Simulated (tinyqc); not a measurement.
Mean-field antiferromagnet of the Hubbard model on the square lattice: sweeps and comparisons. A value that a table varies takes the place of the one given here.

e(k) = -2 t (cx + cy) - 4 t2 cx cy, ci = cos ki; one electron a site; Q = (pi, pi). <n_up - n_dn> = m cos(Q.R) gives Delta = U m/2 and bands E = e+ -/+ sqrt(e-^2 + Delta^2), e+- = (e(k) +- e(k + Q))/2 (the constant U/2 is dropped). Means run over the mesh k_i = 2 pi (j + 1/2)/N of the whole zone: mu from mean(f(E-) + f(E+)) = 1; m(out) = mean of Delta (f(E-) - f(E+))/sqrt(e-^2 + Delta^2); free energy per site F = -kT mean[ln(1 + exp(-(E- - mu)/kT)) + ln(1 + exp(-(E+ - mu)/kT))] + mu + U m^2/4. Order at T > 0 in two dimensions is an artefact of mean field.

Constants: kB = 8.617333262e-05 eV/K.

Parameters, chosen for this exercise:
- t = 0.51 eV (nearest hopping)
- t2 = 0 eV (second hopping)
- T = 600 K
- U = 5.77 eV (on-site repulsion)

## From weak to strong coupling

Mesh N = 48, start m = 0.9, at most 400 steps; U takes the listed multiples of t. The gap (negative: overlap) is read for that Delta on the unshifted mesh N = 64, which holds the band extrema.

Results:

| U/t | m | Delta (eV) | gap (eV) | F - F(0) (meV) | J = 4 t^2/U (meV) |
|---|---|---|---|---|---|
| 1.5 | 0.069 | 0.026 | 0.053 | 0.00 | 1360 |
| 2.0 | 0.361 | 0.184 | 0.368 | -4.58 | 1020 |
| 3.0 | 0.566 | 0.433 | 0.866 | -33.67 | 680 |
| 4.0 | 0.691 | 0.704 | 1.409 | -84.89 | 510 |
| 5.0 | 0.772 | 0.985 | 1.970 | -153.71 | 408 |
| 6.0 | 0.827 | 1.266 | 2.532 | -235.68 | 340 |
| 8.0 | 0.893 | 1.821 | 3.642 | -426.00 | 255 |
| 12.0 | 0.948 | 2.902 | 5.804 | -862.86 | 170 |
| 20.0 | 0.981 | 5.001 | 10.001 | -1819.16 | 102 |

What does this show, and why?

Every row has a moment above 0.02; a gap is open from U/t = 1.5 on. With t2 = 0 the Fermi surface is nested by Q, so at zero temperature and on an infinite mesh any U orders; at small U the finite mesh and kT = 0.101 t can suppress or reduce the moment. At U/t = 20 m has reached 0.981 and the gap is 0.98 U. Mean field leaves out spin fluctuations, which lower m (at large U to about 0.6 on the square and 0.85 on the simple cubic lattice) and the ordering temperature, which is zero in two dimensions.

## Order against temperature

Mesh N = 48, start m = 0.9, at most 400 steps; Delta(50 K) = 2.7187 eV.

Results:

| T (K) | kT/Delta(50 K) | m | Delta (eV) |
|---|---|---|---|
| 1580 | 0.050 | 0.942 | 2.7187 |
| 4730 | 0.150 | 0.940 | 2.7130 |
| 7890 | 0.250 | 0.907 | 2.6164 |
| 11040 | 0.350 | 0.795 | 2.2934 |
| 13250 | 0.420 | 0.637 | 1.8371 |
| 15140 | 0.480 | 0.384 | 1.1088 |
| 17040 | 0.540 | 0.000 | 0.0000 |
| 18930 | 0.600 | 0.000 | 0.0000 |
| 22080 | 0.700 | 0.000 | 0.0000 |

What does this show, and why?

The moment is below 0.02 from 17040 K on (kT/Delta = 0.54); close to the transition 400 steps may not suffice, so a small m in the row before can be unconverged. Weak-coupling theory puts the transition at 0.567 and the atomic limit at 0.5. At U/t = 11.3 this scale marks the loss of local moments, while order between them is lost on the scale J = 4 t^2/U = 2092 K. In two dimensions fluctuations forbid long-range order at any finite T, which mean field misses.

## Mesh

Start m = 0.9, at most 400 steps.

Results:

| N | m | Delta (eV) |
|---|---|---|
| 4 | 0.9416 | 2.7165 |
| 6 | 0.9424 | 2.7187 |
| 8 | 0.9424 | 2.7187 |
| 12 | 0.9424 | 2.7187 |
| 16 | 0.9424 | 2.7187 |
| 24 | 0.9424 | 2.7187 |
| 48 | 0.9424 | 2.7187 |

What does this show?

m spans 0.9416 to 0.9424; it stays within 0.002 of the last value from N = 4 on. The level spacing across the Fermi surface, about 4 pi t/N, should fall below the larger of Delta = 2.719 eV and kT, a rough rule that asks for N above about 2.4.

## What moves the order

Mesh N = 48, start m = 0.9; the gap (negative: overlap) is read for that Delta on the unshifted mesh N = 64. Each row changes one parameter from the base and keeps the others.

Results:

| case | m | Delta (eV) | gap (eV) |
|---|---|---|---|
| base | 0.9424 | 2.7187 | 5.4374 |
| U = 6.347 eV | 0.9517 | 3.0203 | 6.0406 |
| t = 0.561 eV | 0.9313 | 2.6869 | 5.3739 |
| t2 = -0.026 eV | 0.9424 | 2.7187 | 5.3334 |
| T = 1200 K | 0.9424 | 2.7187 | 5.4374 |

What can be read from the table?

The largest shifts from the base row, up to three for each result and ties (the steps differ in size, so this ranks the rows, not the parameters). m: t -0.0110, U +0.0094; unchanged at the printed digits by t2 and T. Delta (eV): U +0.3016, t -0.0318; unchanged at the printed digits by t2 and T. gap (eV): U +0.6032, t2 -0.1040, t -0.0635; unchanged at the printed digits by T.

Run: tinyqc, `OMP_NUM_THREADS=1 python tinyqc.py 1680674 1680675 out.jsonl`; Intel(R) Xeon(R) Processor @ 2.30GHz, one thread, shared host; about 0.1 s of CPU time with all checks.
